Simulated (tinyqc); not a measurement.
An infinitely deep well in a field (quantum-confined Stark shift), Airy functions: two steps of the calculation.

Hard walls at x = -L/2 and +L/2; between them U(x) = -F x (eV, zero at the centre). C = hbar^2/(2 m0), e = (C F^2/m1)^(1/3), z1 = (F L/2 - E)/e at the left wall and z2 = (-F L/2 - E)/e at the right wall. Levels are the roots of D(E) = Ai(z1) Bi(z2) - Ai(z2) Bi(z1).

Parameters, values chosen for the exercise:
```
symbol  value  unit       meaning
m1      0.082    m0          mass
L        12.4    nm    well width
F       0.002  V/nm         field
n           1        level sought
```

Constants: q = 1.602176634e-19 C, hbar = 1.054571817e-34 J s, m0 = 9.1093837015e-31 kg, hbar^2/(2 m0) = 0.0380998212 eV nm^2. Results are converted to the units shown.

Question 1. Level without field and second-order shift. E_n(0) = C (n pi/L)^2/m1; second-order shift m1 F^2 L^4 (1 - 15/(pi n)^2)/(48 C pi^2 n^2).

Wanted: E_n(0); second-order shift; F L/E_1(0).

Answer 1.

E_n(0) = 0.029824 eV
second-order shift = -0.22333 meV
F L/E_1(0) = 0.83155

Question 2. Secant step for the level. Secant step from the last two trial energies, E_a the older and E_b the newer: next = E_b - D(E_b) (E_b - E_a)/(D(E_b) - D(E_a)).

first trial energy = 0.0298 eV
second trial energy = 0.0283 eV

Find: D(E_a); D(E_b); third trial energy.

Answer 2.

D(E_a) = 0.002146
D(E_b) = -0.01456
third trial energy = 0.02961 eV

Numbers from tinyqc (`OMP_NUM_THREADS=1 python tinyqc.py 2580006 2580007 out.jsonl`; about 0.02 s on one thread of a shared Intel Xeon 2.30GHz).
